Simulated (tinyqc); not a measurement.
Worked calculation: extended Hueckel theory, for H6-. The parameters take no account of the charge, which enters only through the electron count, and nothing here shows that the anion is bound. Computed by tinyqc, a small Python program that keeps every step (integrals from PySCF). Settings: charge = -1, K = 1.75, weighted = 1, multiplicity = 2. Command: `OMP_NUM_THREADS=1 python tinyqc.py 31557 31558 out.jsonl` (the two numbers bound the seeds that draw the settings). One thread of a shared host (Intel(R) Xeon(R) Processor @ 2.60GHz), about 0.01 s of CPU time with the checks.

## Overlaps

Geometry (angstrom):
```
atom         x         y         z
H     0.000000  0.000000  0.000000
H     0.000000  0.000000  0.854000
H     0.000000  0.000000  2.003000
H     0.000000  0.000000  2.857000
H     0.000000  0.000000  4.006000
H     0.000000  0.000000  4.859000
```

Parameters chosen for this run:
```
element  shell  Slater exponent   H_ii (eV)
H           1s         1.300000  -13.600000
```

Slater orbitals, each expanded in six Gaussians scaled to its exponent.

overlap S:
```
          1H 1s     2H 1s     3H 1s     4H 1s     5H 1s     6H 1s
1H 1s  1.000000  0.560167  0.102045  0.021878  0.002170  0.000319
2H 1s  0.560167  1.000000  0.385120  0.102045  0.012425  0.002175
3H 1s  0.102045  0.385120  1.000000  0.560167  0.102045  0.021920
4H 1s  0.021878  0.102045  0.560167  1.000000  0.385120  0.102220
5H 1s  0.002170  0.012425  0.102045  0.385120  1.000000  0.560820
6H 1s  0.000319  0.002175  0.021920  0.102220  0.560820  1.000000
```

## Wolfsberg-Helmholz matrix

diagonal H_ii (eV): 1H 1s -13.600000, 2H 1s -13.600000, 3H 1s -13.600000, 4H 1s -13.600000, 5H 1s -13.600000, 6H 1s -13.600000

K = 1.750000

H_ij = K' S_ij (H_ii + H_jj)/2 for i != j (the diagonal keeps H_ii), with K' = K + D^2 + D^4 (1 - K), D = (H_ii - H_jj)/(H_ii + H_jj), K = 1.75.

H (eV):
```
            1H 1s       2H 1s       3H 1s       4H 1s       5H 1s       6H 1s
1H 1s  -13.600000  -13.331964   -2.428679   -0.520704   -0.051657   -0.007593
2H 1s  -13.331964  -13.600000   -9.165848   -2.428679   -0.295704   -0.051768
3H 1s   -2.428679   -9.165848  -13.600000  -13.331964   -2.428679   -0.521689
4H 1s   -0.520704   -2.428679  -13.331964  -13.600000   -9.165848   -2.432824
5H 1s   -0.051657   -0.295704   -2.428679   -9.165848  -13.600000  -13.347511
6H 1s   -0.007593   -0.051768   -0.521689   -2.432824  -13.347511  -13.600000
```

## Orbitals

valence electrons = 7

Solve H C = S C e through S^(-1/2); fill by pairs from the bottom, a degenerate level sharing its electrons equally; each orbital has its largest coefficient positive (the first on a tie).

orbital energies (eV): -18.748049  -17.460496  -15.108649  -5.346424  3.020395  14.633582

occupations: 2.000000  2.000000  2.000000  1.000000  0.000000  0.000000

coefficients:
```
            MO1        MO2        MO3        MO4        MO5        MO6
1H 1s  0.200093   0.376201   0.436560   0.621428  -0.716552  -0.471762
2H 1s  0.284044   0.393293   0.228874  -0.412873   0.851190   0.769116
3H 1s  0.355893   0.121443  -0.428188  -0.590989  -0.278256  -1.032405
4H 1s  0.356013  -0.120583  -0.428272   0.591947  -0.273767   1.033125
5H 1s  0.284476  -0.393033   0.228609   0.410752   0.850903  -0.771871
6H 1s  0.200598  -0.376231   0.436007  -0.619799  -0.717683   0.474243
```

sum of one-electron energies = -107.980812 eV

## Mulliken analysis

P = C n C^T; charge = valence electrons (H 1) minus the sum of (P S)_ii on the atom; overlap population = 2 sum P_ij S_ij between two atoms.

charges: 1H -0.277881, 2H -0.040713, 3H -0.182311, 4H -0.182779, 5H -0.039797, 6H -0.276519

Overlap populations:
```
pair      value
2-1    0.395308
3-1   -0.103539
3-2    0.266276
4-1    0.001998
4-2   -0.067971
4-3    0.270049
5-1    0.001185
5-2   -0.005280
5-3   -0.067656
5-4    0.265478
6-1   -0.000132
6-2    0.001190
6-3    0.001943
6-4   -0.103606
6-5    0.397779
```
